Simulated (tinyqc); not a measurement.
Hueckel theory of the pi electrons with the omega technique, for the molecule C1=CC=CN=CC=C1 (SMILES; centres numbered as the heavy atoms are written), step by step. One step of it, computed by the program tinyqc.

Problem. Omega technique, round 2. h_r = h_r(0) + omega q_r, omega = 1, with q_r = z_r - P_rr.

Hueckel matrix in units of beta (H = alpha + beta A), lower triangle:
```
,1C,2C,3C,4C,5N,6C,7C,8C
1C,0.000000
2C,1.000000,0.000000
3C,0.000000,1.000000,0.000000
4C,0.000000,0.000000,1.000000,0.000000
5N,0.000000,0.000000,0.000000,1.000000,0.500000
6C,0.000000,0.000000,0.000000,0.000000,1.000000,0.000000
7C,0.000000,0.000000,0.000000,0.000000,0.000000,1.000000,0.000000
8C,1.000000,0.000000,0.000000,0.000000,0.000000,0.000000,1.000000,0.000000
```

charge and bond-order matrix P, lower triangle:
```
,1C,2C,3C,4C,5N,6C,7C,8C
1C,0.628112
2C,0.591868,1.355550
3C,0.232740,0.606627,0.622886
4C,-0.080525,-0.210270,0.570614,1.343099
5N,-0.199448,-0.107416,0.212733,0.621729,0.728819
6C,-0.080525,0.202782,-0.116737,-0.254343,0.621729,1.343099
7C,0.232740,-0.098641,-0.203490,-0.116737,0.212733,0.570614,0.622886
8C,0.591868,-0.220632,-0.098641,0.202782,-0.107416,-0.210270,0.606627,1.355550
```

Centres:
```
centre,"z_r, pi electrons of the neutral centre",h
1C,1,0.000000
2C,1,0.000000
3C,1,0.000000
4C,1,0.000000
5N,1,0.500000
6C,1,0.000000
7C,1,0.000000
8C,1,0.000000
```

Give: matrix after round 2.

Solution.

matrix after round 2, lower triangle:
```
,1C,2C,3C,4C,5N,6C,7C,8C
1C,0.372
2C,1.000,-0.356
3C,0.000,1.000,0.377
4C,0.000,0.000,1.000,-0.343
5N,0.000,0.000,0.000,1.000,0.771
6C,0.000,0.000,0.000,0.000,1.000,-0.343
7C,0.000,0.000,0.000,0.000,0.000,1.000,0.377
8C,1.000,0.000,0.000,0.000,0.000,0.000,1.000,-0.356
```
